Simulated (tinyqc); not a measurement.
Orbital energy against energy difference: ionisation energy by orbital energies and by energy differences in the 6-31g* basis, for BeH2, spin multiplicity 1. Computed by the program tinyqc with PySCF. 

Geometry (angstrom):

| atom | x | y | z |
|---|---|---|---|
| Be | 0.0000 | 0.0000 | 0.0000 |
| H | 0.0000 | 1.2410 | 0.0000 |
| H | 0.0000 | -1.2410 | 0.0000 |

CCSD(T) difference in the same basis = 11.9392 eV

IP-EOM-CCSD = 11.9906 eV

The cation is unrestricted; errors are against CCSD(T) in this basis, not against experiment.

First vertical ionisation energy (eV):

| method | -e(HOMO) | E(cation) - E | error of -e(HOMO) | error of the difference |
|---|---|---|---|---|
| HF | 12.4475 | 11.615555 | 0.5083 | -0.3236 |
| LDA | 7.4955 | 11.864354 | -4.4437 | -0.0748 |
| PBE | 7.5122 | 11.886894 | -4.4270 | -0.0523 |
| B3LYP | 8.7390 | 12.143678 | -3.2001 | 0.2045 |
| PBE0 | 8.9265 | 12.073858 | -3.0127 | 0.1347 |
| CAM-B3LYP | 10.4449 | 12.238509 | -1.4943 | 0.2993 |
| LC-wPBE | 11.9269 | 12.388459 | -0.0123 | 0.4493 |

Koopmans errs by +0.51 eV and Delta-HF by -0.32 eV: relaxation, 0.83 eV, lowers the value and the missing correlation difference works against it. The PBE level is off by -4.4 eV through the wrong tail of its potential, though its energy difference is off by -0.05 eV; exact exchange deepens the level, and among the orbital energies LC-wPBE comes closest; among the differences PBE does.
